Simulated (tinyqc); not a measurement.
Transverse acoustic branch against its sound line: Keating valence-force model of a tetrahedral crystal. Computed by tinyqc, a small Python program. Command: `OMP_NUM_THREADS=1 python tinyqc.py 3009462 3009463 out.jsonl keating walk`. One thread of a shared host (Intel(R) Xeon(R) Processor @ 2.30GHz), about 0.02 s of CPU time with the checks.

Atom A sits at 0 and atom B at a/4 (1,1,1) of an fcc lattice; the four bonds from A are t = a/4 (1,1,1), a/4 (1,-1,-1), a/4 (-1,1,-1), a/4 (-1,-1,1), of length d = sqrt(3) a/4. Energy: E = (3 alpha/(8 d^2)) sum over bonds (r.r - d^2)^2 + (3 beta/(8 d^2)) sum over pairs of bonds at one atom (r_i.r_j + d^2/3)^2, with beta_A for the six pairs at A and beta_B for the six at B. The cell holds two atoms, Omega = a^3/4. 1 N/m = 1 J/m^2. With constants fitted to the elastic moduli this model puts optical and zone-boundary frequencies of real crystals too high, by up to about 20 % in elemental crystals and up to about 50 % in compounds, and mostly by more for TA modes; in compounds the lattice part of the static dielectric constant then comes out too low.

Inputs (values chosen for the exercise, modelled on gallium phosphide):
```
quantity,value,unit
lattice constant a,5.451,angstrom
mass M_A,69.72,u
mass M_B,30.97,u
bond stretching alpha,49.1,N/m
bond bending beta_A,9.58,N/m
bond bending beta_B,11.3,N/m
```

Structure: zinc blende.

Constants: nu for 1 eV/(angstrom^2 u) = 15.6333042 THz; 1 eV/angstrom^2 = 16.02176634 J/m^2; u = 1.6605390666e-27 kg.

Method:
- beta = (beta_A + beta_B)/2; C11 = (alpha + 3 beta)/a, C12 = (alpha - beta)/a, C44 = 4 alpha beta/(a (alpha + beta)); with the two sublattices clamped C44(0) = (alpha + beta)/a; internal-strain parameter zeta = (alpha - beta)/(alpha + beta); B = (C11 + 2 C12)/3.
- With displacements u exp(i q.r), each bracket changes by g.u, where g = (g_A, g_B): bond t, g = (-2 t, 2 t exp(i q.t)); pair (i, j) at A, g = (-(t_i + t_j), t_i exp(i q.t_j) + t_j exp(i q.t_i)); pair at B, g = (-t_i exp(-i q.t_j) - t_j exp(-i q.t_i), t_i + t_j). Then D_mn = sum over the 4 bonds and 12 pairs of (4 k/a^2) conj(g_m) g_n / sqrt(M_m M_n), with k = alpha or beta converted to eV/angstrom^2. Only the short-range forces enter; the Coulomb field of the charges is left out.
- An eigenvalue lambda of D in eV/(angstrom^2 u) gives nu = 15.6333042 THz x sqrt(lambda).
- The sound line is nu = v q/(2 pi) with v = sqrt(C44/rho), rho = (M_A + M_B)/Omega; the clamped line uses C44(0).

C44 = 63.1767 GPa

clamped C44(0) = 109.228 GPa

Frequencies (THz) along G-X:
```
q (2 pi/a),lowest branch,"sound line, relaxed C44","sound line, clamped C44(0)",third-lowest frequency,highest frequency
0.05,0.3586,0.3588,0.4718,0.5480,13.011
0.15,1.0701,1.0764,1.4153,1.6360,12.973
0.30,2.1015,2.1527,2.8306,3.2191,12.845
0.45,3.0519,3.2291,4.2459,4.6947,12.653
0.60,3.8709,4.3055,5.6612,6.0022,12.427
0.75,4.4975,5.3818,7.0765,7.0596,12.214
0.90,4.8645,6.4582,8.4918,7.7321,12.073
1.00,4.9372,7.1758,9.4353,7.8738,12.043
```

What does the comparison show, and why?

At small q the branch follows the relaxed line (0.999 of it, against 0.760 of the clamped one): in a long shear wave the sublattices shift against each other. At X it reaches 69 % of the relaxed line. Real tetrahedral semiconductors have flatter TA branches than a Keating model fitted to their elastic constants, which needs longer-ranged terms to mend.

Extremes, crossings and ranges named in words are read from the listed rows.
